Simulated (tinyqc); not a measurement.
Inside a calculation: band folding and unfolding in a supercell of a chain. Values are carried at full precision from step to step, so a last printed digit may differ when a step is redone from the rounded ones.

A chain with hopping -t and n = 6 sites a supercell. H(K) has v_j on the diagonal, -t between neighbours and -t exp(2 pi i K) on the bond that closes the cell (from the last site to the first of the next cell). The point K holds the n wave vectors k_m = (K + m)/n of the primitive zone, in 2 pi/a, m = 0 to n - 1, with E0 = -2t cos(2 pi k_m). The unfolding weight of a state c on k_m is |sum_j c_j exp(-2 pi i k_m j)|^2/n, j = 0 to n - 1.

Inputs chosen for the exercise: t = 1.36 eV (hopping); v = (0.65, 0.65, -0.65, -0.65, 0.65, -0.65) eV (site energies in the supercell); Kq = 0.28 2 pi/(n a) (wave vector in the small zone).

## Folded levels and Fourier components

List k_m and E0; V_q = (1/n) sum_j v_j exp(-2 pi i q j/n) couples k_m to k_(m+q).

Folded band:
```
m  k_m (2 pi/a)  E0 (eV)
0        0.0467  -2.6039
1        0.2133  -0.6211
2        0.3800   1.9828
3        0.5467   2.6039
4        0.7133   0.6211
5        0.8800  -1.9828
```

V_0, V_1, ... (eV): 0.0000  0.2167  -0.3753i  0.2167

## Supercell Hamiltonian

Fill in H(K).

H (eV):
```
                1        2        3        4        5               6
1          0.6500  -1.3600        0        0        0  0.2548+1.3359i
2         -1.3600   0.6500  -1.3600        0        0               0
3               0  -1.3600  -0.6500  -1.3600        0               0
4               0        0  -1.3600  -0.6500  -1.3600               0
5               0        0        0  -1.3600   0.6500         -1.3600
6  0.2548-1.3359i        0        0        0  -1.3600         -0.6500
```

## Levels and unfolding weights

Diagonalise and project each state on the k_m.

levels (eV): -2.7729  -2.0735  -0.6141  0.6141  2.0735  2.7729

weights:
```
     level 1  level 2  level 3  level 4  level 5  level 6
m=0    0.882    0.086    0.009    0.014    0.007    0.001
m=1    0.012    0.059    0.871    0.039    0.007    0.011
m=2    0.005    0.004    0.011    0.055    0.837    0.088
m=3    0.001    0.007    0.014    0.009    0.086    0.882
m=4    0.011    0.007    0.039    0.871    0.059    0.012
m=5    0.088    0.837    0.055    0.011    0.004    0.005
```

The purest state keeps 88.2 % on one k and the most mixed (level 2 and 5) 83.7 %; rows and columns each add to one.

## Moments of the spectral function

For each k_m: mean sum_i W E_i and variance sum_i W E_i^2 less the mean squared. The mean must be E0 plus the average of v, and the variance that of v.

Moments:
```
m  mean (eV)  variance (eV^2)
0     -2.604            0.422
1     -0.621            0.422
2      1.983            0.422
3      2.604            0.422
4      0.621            0.422
5     -1.983            0.422
```

The average of v is 0.0000 eV and its variance 0.4225 eV^2: the virtual crystal gives the mean, and the variance is the spread of weight over several levels that it leaves out.

## Checks

- Variance of the spectral function against the variance of v: they agree to 1e-10 or better.
- Levels for v = 0 against the folded band: they agree to 1e-10 or better.

Computed by tinyqc, a small Python program: `OMP_NUM_THREADS=1 python tinyqc.py 1452008 1452009 out.jsonl` (the numbers bound the seed that draws the inputs); one thread of a shared host (Intel(R) Xeon(R) Processor @ 2.30GHz), about 0.01 s for the whole set of steps.
